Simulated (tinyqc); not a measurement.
Worked calculation: optical gain and spontaneous emission in a bulk direct-gap semiconductor. Values are carried at full precision from step to step, so a last printed digit may differ when a step is redone from the rounded ones.

F_j(eta) = (1/Gamma(j + 1)) integral_0^infinity x^j dx/(1 + exp(x - eta)), which tends to exp(eta) for eta << 0.

Quasi-Fermi levels: n = Nc F_1/2(Fc/kT) and p = Nv F_1/2(Fv/kT), Fc counted up from the conduction edge and Fv down from the valence edge; Nc, Nv from N = 2 (m kB T/(4 pi c))^(3/2) with c = hbar^2/2m0, in 1/angstrom^3; times 1e24 for 1/cm^3, with me and (mhh^(3/2) + mlh^(3/2))^(2/3).

Constants: hbar^2/2m0 = 3.80998211 eV angstrom^2; kB = 8.617333262e-05 eV/K; fine-structure constant alpha = 0.007297352564; hbar = 6.58211957e-16 eV s; hbar c = 1973.269805 eV angstrom.

Values chosen for the exercise (near those of InGaAs; not measured data):
```
symbol  value    unit    meaning
me      0.0403   m0      electron mass
mhh     0.461    m0      heavy-hole mass
mlh     0.0512   m0      light-hole mass
n       2.6e+18  1/cm^3  injected density, n = p
T       400      K
Eg      0.76     eV      direct gap
Ep      23.8     eV      Kane energy
nr      3.53             refractive index
E       0.801    eV      photon energy
```

## Quasi-Fermi levels

Solve for Fc and Fv.

kT = 0.034469 eV
Nc = 3.126e+17 1/cm^3
Nv = 1.254e+19 1/cm^3
Fc = 0.1649 eV
Fv = -0.0517 eV
Fc + Fv = 0.1132 eV

The separation of the quasi-Fermi levels exceeds the gap, so photons between Eg and Eg + (Fc + Fv) see gain. The quasi-Fermi level of the electrons lies inside the band, that of the holes in the gap.

## Absorption of the empty crystal

Parabolic bands, vertical transitions, no excitons. For each hole band j: mr = me mj/(me + mj); joint density of states J_j(E) = (mr/c)^(3/2) sqrt(E - Eg)/(2 pi^2), both spins, c = hbar^2/2m0; averaged matrix element |e.p|^2 = m0 Ep/6; alpha_j(E) = 4 pi^2 alpha_f c Ep J_j/(3 nr E) in 1/angstrom (alpha_f the fine-structure constant, listed as alpha among the constants), times 1e8 for 1/cm.

Evaluate at E for heavy and light holes.

mr, J and alpha of each hole band:
```
hole,mr (m0),J (1/(eV angstrom^3)),alpha (1/cm)
heavy,0.03706,9.841e-06,3030.7
light,0.02255,4.671e-06,1438.5
```

The heavy-hole band gives 68 % of the total, 4469 1/cm.

## Occupations and gain at E

For band j the electron sits at Ee = (E - Eg) mr/me above its edge and the hole at Eh = (E - Eg) mr/mj; fe = 1/(1 + exp((Ee - Fc)/kT)), fh = 1/(1 + exp((Eh - Fv)/kT)); gain g = sum_j alpha_j (fe + fh - 1).

Use mr and alpha from the table.

Energies, occupations and gain of each hole band:
```
hole,Ee (eV),Eh (eV),fe,fh,g (1/cm)
heavy,0.0377,0.0033,0.976,0.169,437
light,0.0229,0.0181,0.984,0.117,145
```

total gain = 582 1/cm

E - Eg = 0.0410 eV is below Fc + Fv = 0.1132 eV, so both bands give gain (Bernard-Duraffourg).

## Spontaneous emission

Spontaneous rate: R = integral of (nr E/(hbar c))^2/(pi^2 hbar) sum_j alpha_j fe fh dE, with alpha in 1/cm and (nr E/(hbar c))^2 in 1/cm^2 (1e16 per 1/angstrom^2); B = R/(n p); lifetime n/R.

Integrate over photon energy.

R = 4.83e+26 1/(cm^3 s)
B = 7.14e-11 cm^3/s
radiative lifetime = 5.38 ns

## Checks

- B at n = 1e13 1/cm^3 against the van Roosbroeck-Shockley value from alpha and ni^2 (cm^3/s): both 1.02e-10.

Run: tinyqc, `OMP_NUM_THREADS=1 python tinyqc.py 1651520 1651521 out.jsonl`; Intel(R) Xeon(R) Processor @ 2.30GHz, one thread, shared host; about 0.08 s of CPU time with all checks.
